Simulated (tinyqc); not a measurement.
Non-radiative capture by multiphonon emission, one effective mode: one step, computed by the program tinyqc.

The initial state (free carrier plus empty centre) lies dE above the final state; both have the same frequency and are displaced by dQ.

Question. Scaled coefficient, cross-section and lifetime. Sommerfeld factor of an attractive centre: s(k) = 2 pi nu/(1 - exp(-2 pi nu)), nu = sqrt(Ry*/E), Ry* = Ry m/eps^2, averaged over (2/sqrt(pi)) sqrt(x) exp(-x) dx with x = E/k_B T = t^2 (trapezoid, t to 6 in steps of 0.01). C = s C_0; v = sqrt(3 k_B T/m); sigma = C/v; tau = 1/(C N_t).

Inputs (values chosen for the exercise, with mass, screening and phonons like those of CdTe):
```
quantity                 value   unit
carrier mass m            0.65    m_0
dielectric constant eps   10.1      -
temperature T               77      K
defect density N_t       3e+14  cm^-3
```

Centre: attractive.

C_0 = 2.467261e-07 cm^3/s

Constants: Ry = 13.605693123 eV; k_B = 8.617333262e-05 eV/K; k_B = 1.380649e-23 J/K; m_0 = 9.1093837015e-31 kg.

Give: Sommerfeld factor s; capture coefficient C; thermal velocity v; cross-section sigma; capture time.

Answer.

Sommerfeld factor s = 25.63

capture coefficient C = 6.323e-06 cm^3/s

thermal velocity v = 7.339e+06 cm/s

cross-section sigma = 8.615e-13 cm^2

capture time = 5.272e-10 s

Caution: the effective Bohr radius is under 10 angstrom, so the effective-mass Sommerfeld factor is rough. Caution: so large a cross-section lies beyond first-order perturbation theory; cascade capture or carrier supply would limit it.
